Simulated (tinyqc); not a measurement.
Plane-averaged potentials: correction of a charged-defect supercell by a model charge and potential alignment (plane-averaged potentials). Computed by tinyqc, a small Python program. Command: `OMP_NUM_THREADS=1 python tinyqc.py 3113820 3113821 out.jsonl align walk`. One thread of a shared host (Intel(R) Xeon(R) Processor @ 2.30GHz), about 0.01 s of CPU time with the checks.

The "true" defect charge is (1 - x) q in a Gaussian of width sigma plus x q in one of width sigma_t, so the exact answer is known; the correction sees only a single model Gaussian of width sigma_m. A Gaussian of width s has the transform rho(G) = exp(-G^2 s^2/2), normalised to 1. A uniform background cancels q, so G = 0 is left out. Potentials are those felt by a unit positive charge. E_0 is the formation energy of the isolated defect, E_cell its value in the supercell, E_lat = E_iso - E_per of the model charge, C the true less the model potential far from the defect; the exact correction is E_0 - E_cell, and the error of a scheme is E_cell plus its correction less E_0.

Inputs (values chosen for the exercise, with screening close to that of silicon):
```
quantity,value,unit
defect charge q,2,e
dielectric constant eps,12,-
edge of the cubic cell L,19.2,angstrom
width sigma of the true defect charge,1.9,angstrom
width sigma_m of the model charge,1.3,angstrom
share x of the charge in a wide tail,0.12,-
width sigma_t of the tail,3.1,angstrom
```

Constants: e^2/(4 pi eps_0) = 14.39964548 eV angstrom.

Method. Plane-averaged potential at distance z from the defect: V(z) = (4 pi q/(eps L^3)) (e^2/(4 pi eps_0 e)) sum_(m != 0) rho(G_m) cos(G_m z)/G_m^2, G_m = 2 pi m/L, |m| <= 40.

Potentials (V):
```
z/L,z (angstrom),true,model,difference
0.00,0.00,0.073410,0.092068,-0.018658
0.05,0.96,0.067975,0.082961,-0.014986
0.10,1.92,0.053294,0.060528,-0.007234
0.15,2.88,0.033222,0.033864,-0.000642
0.20,3.84,0.011787,0.008789,0.002999
0.25,4.80,-0.008188,-0.012764,0.004577
0.30,5.76,-0.025230,-0.030433,0.005203
0.35,6.72,-0.038722,-0.044177,0.005454
0.40,7.68,-0.048436,-0.053994,0.005558
0.45,8.64,-0.054287,-0.059884,0.005598
0.50,9.60,-0.056240,-0.061848,0.005608
```

What follows from these numbers?

The difference moves by 0.05 mV between z/L = 0.4 and 0.5: a plateau.
